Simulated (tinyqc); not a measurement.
## Polycrystalline film, grain-boundary barriers (Seto model): effect of the donor density

One-dimensional grains of size Lg with donors N; each boundary has Qt acceptor-like traps per area at one level Et below the band edge. Trapped electrons qt deplete a width w = qt/N (both sides together) and raise a barrier Vb = q N w^2/(8 eps0 eps_r). Current crosses the barriers by thermionic emission at small bias. Abrupt depletion, full ionisation, Boltzmann statistics.

Partly depleted grains: the density at the grain centre is n0 = N and qt = Qt/(1 + 2 (Nc/N) exp((Vb - Et)/Vt)). If that gives qt >= N Lg, the grains are fully depleted: qt = N Lg, w = Lg and n0 = 2 Nc exp((Vb - Et)/Vt)/(Qt/(N Lg) - 1). Resistivity: barriers rb = Vt exp(Vb/Vt)/(q n0 vc Lg), grain interior rg = (1 - w/Lg)/(q mg N); effective mobility 1/(q N (rb + rg)).

Values chosen for this exercise; values close to those of polycrystalline silicon: temperature T = 400 K; relative permittivity of the semiconductor eps_r = 11.7; grain size Lg = 200 nm; trap density at a boundary Qt = 1.5e12 cm^-2; mobility inside a grain mg = 150 cm^2/(V s); collection velocity at the barrier vc = 5.9e6 cm/s; conduction-band density of states at T Nc = 4.31e19 cm^-3; trap level below the band edge Et = 0.41 eV.

Constants: q = 1.602176634e-19 C, kB = 1.380649e-23 J/K, Vt = kB T/q, eps0 = 8.8541878128e-14 F/cm where lengths are in cm. Results are converted to the units shown.

Effect of the donor density:
```
N (cm^-3)     w/Lg   Vb (V)  n0 (cm^-3)  resistivity (ohm cm)
3.8e15       1.000  0.02939    7.367e13                 58.05
7.6e15       1.000  0.05877    3.651e14                 27.48
1.6e16       1.000   0.1237    5.780e15                 11.42
3.2e16      0.8044   0.1601    3.200e16                 6.183
6.4e16      0.5740   0.1630    6.400e16                 3.504
1.3e17      0.3973   0.1587    1.300e17                 1.593
2.7e17      0.2520   0.1326    2.700e17                0.4318
5.4e17      0.1374  0.07885    5.400e17               0.09973
1.1e18     0.06807  0.03941    1.100e18               0.04045
2.2e18     0.03407  0.01975    2.200e18               0.01974
```

What does the table show?

As N goes from 3.8e15 to 2.2e18 cm^-3, the barrier goes from 0.0294 through a maximum of 0.163 (at N = 6.4e16 cm^-3 among the rows listed) to 0.0198 V and the resistivity falls from 58.1 to 0.0197 ohm cm. The grains are fully depleted in 3 of the 10 rows. The steepest fall, as N^(-2.1), lies between 2.7e17 and 5.4e17 cm^-3; N* = 7.50e16 cm^-3. The barrier grows with N while the grains are depleted and shrinks once they are not, hence the maximum. At N = 3.8e15, 7.6e15, 1.1e18, 2.2e18 cm^-3 the barrier is under 2 Vt, where the depletion and emission pictures are rough.

Numbers from tinyqc (`OMP_NUM_THREADS=1 python tinyqc.py 2610007 2610008 out.jsonl`; about 0.01 s on one thread of a shared Intel Xeon 2.30GHz).
